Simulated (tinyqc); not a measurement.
Tight binding, honeycomb lattice, step by step. Computed by tinyqc, a small Python program that keeps every step. Settings: t1 = 1.79, t2 = 0, phi = 1.57, delta = 0.15, points = 7. Command: `OMP_NUM_THREADS=1 python tinyqc.py 30708 30709 out.jsonl` (the two numbers bound the seeds that draw the settings). One thread of a shared host (Intel(R) Xeon(R) Processor @ 2.60GHz), about 0.01 s of CPU time with the checks.

## Bloch Hamiltonian at k

Parameters chosen for this model:
```
parameter     value                        unit
t1         1.790000                 eV, nearest
t2                0       eV, second neighbours
phi        1.570000  rad, phase of t2 (Haldane)
delta      0.150000          eV, +/- on A and B
```

k point k (fractions of the reciprocal vectors): [0.1800, -0.0500]

H_AB = -t1 (1 + exp(-i k.a1) + exp(-i k.a2)); H_AA = delta - 2 t2 sum cos(k.b + phi), H_BB = -delta - 2 t2 sum cos(k.b - phi), b = a1, a2 - a1, -a2.

H(k) at k (eV), order A, B:
$$\begin{pmatrix}
0.1500 & -4.2545+1.0665i \\
-4.2545-1.0665i & -0.1500
\end{pmatrix}$$

## Levels at k

Diagonalise the Hermitian matrix.

eigenvalues (eV): [-4.3887, 4.3887]

weights |c|^2 of the basis functions, order A, B:
$$\begin{pmatrix}
0.4829 & 0.5171 \\
0.5171 & 0.4829
\end{pmatrix}$$

## Bloch Hamiltonian at K

k point K (fractions of the reciprocal vectors): [0.3333, 0.6667]

As before.

H(k) at K (eV), order A, B:
$$\begin{pmatrix}
0.1500 & 0.0000 \\
0.0000 & -0.1500
\end{pmatrix}$$

## Levels at K

As before.

eigenvalues (eV): [-0.1500, 0.1500]

weights |c|^2 of the basis functions, order A, B:
$$\begin{pmatrix}
0.0000 & 1.0000 \\
1.0000 & 0.0000
\end{pmatrix}$$

## Bands along a path

The same steps at evenly spaced points between the labelled ones.

Bands along the path (eV):
```
k           band 1  band 2
G          -5.3721  5.3721
G-K 0.20   -5.0627  5.0627
G-K 0.40   -4.1882  4.1882
G-K 0.60   -2.9002  2.9002
G-K 0.80   -1.4237  1.4237
K          -0.1500  0.1500
K-M 0.20   -0.6238  0.6238
K-M 0.40   -1.1164  1.1164
K-M 0.60   -1.4881  1.4881
K-M 0.80   -1.7183  1.7183
M          -1.7963  1.7963
M-K' 0.20  -1.7183  1.7183
M-K' 0.40  -1.4881  1.4881
M-K' 0.60  -1.1164  1.1164
M-K' 0.80  -0.6238  0.6238
K'         -0.1500  0.1500
```

With 1 band(s) filled, the highest filled level on these points lies at K and the lowest empty one at K: a gap of 0.3000 eV, direct.

## Chern number of the lower band

On a 7 x 7 mesh, the phase of the product of overlaps around each plaquette (k1 then k2); the sum over 2 pi is an integer.

plaquette phases (rad):
$$\begin{pmatrix}
0.0000 & -0.0018 & -0.0075 & -0.0127 & 0.0079 & 0.0038 & 0.0014 \\
0.0018 & 0.0000 & -0.0052 & -0.0499 & -0.0670 & 0.0077 & 0.0038 \\
0.0075 & 0.0052 & 0.0000 & -0.0475 & -2.5701 & -0.0670 & 0.0079 \\
0.0127 & 0.0499 & 0.0475 & 0.0000 & -0.0475 & -0.0499 & -0.0127 \\
-0.0079 & 0.0670 & 2.5701 & 0.0475 & 0.0000 & -0.0052 & -0.0075 \\
-0.0038 & -0.0077 & 0.0670 & 0.0499 & 0.0052 & 0.0000 & -0.0018 \\
-0.0014 & -0.0038 & -0.0079 & 0.0127 & 0.0075 & 0.0018 & 0.0000
\end{pmatrix}$$

Chern number = 0.0000
